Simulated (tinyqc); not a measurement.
Worked calculation: coupled-perturbed Hartree-Fock on RHF in the sto-3g basis, for BeH2, spin multiplicity 1. One step of it, computed by the program tinyqc.

Task: Response to a field: uncoupled start. Field along z; U_ai = -mu_ai / (e_a - e_i), alpha = -4 sum U_ai mu_ai.

orbital energies (hartree): MO1 -4.525312, MO2 -0.441615, MO3 -0.398040, MO4 0.213373, MO5 0.213373, MO6 0.411053, MO7 0.826479

dipole integrals <a|z|i> (bohr):
```
          i1        i2        i3
a4  0.097936  0.607118  0.137867
a5  0.116047  0.719394  0.163363
a6  0.000000  0.000000  0.000000
a7  0.000000  0.000000  0.000000
```

Give: uncoupled U; uncoupled polarisability.

Result:

uncoupled U:
```
         i1       i2       i3
a4  -0.0207  -0.9269  -0.2255
a5  -0.0245  -1.0983  -0.2672
a6   0.0000   0.0000   0.0000
a7   0.0000   0.0000   0.0000
```

uncoupled polarisability = 5.7299 bohr^3
